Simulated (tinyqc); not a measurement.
## Electron density from the filling shift

Problem. At zero temperature the Burstein-Moss shift of one parabolic valley is (C/me + C/mh) kF^2 with kF = (3 pi^2 n)^(1/3), C = hbar^2/(2 m0). Find kF and n.

Inputs (values chosen for the exercise): electron mass me = 0.0788 m0; hole mass mh = 0.601 m0.

Constants: q = 1.602176634e-19 C, hbar = 1.054571817e-34 J s, m0 = 9.1093837015e-31 kg, hbar^2/(2 m0) = 0.0380998212 eV nm^2. Results are converted to the units shown.

filling shift = 459.37389 meV

Answer. The shift gives kF^2, and n = kF^3/(3 pi^2).

kF = 0.9165 1/nm
n = 2.600e19 cm^-3

tinyqc, about 0.01 s, one thread, Intel Xeon 2.30GHz (shared host): `OMP_NUM_THREADS=1 python tinyqc.py 2330064 2330065 out.jsonl`
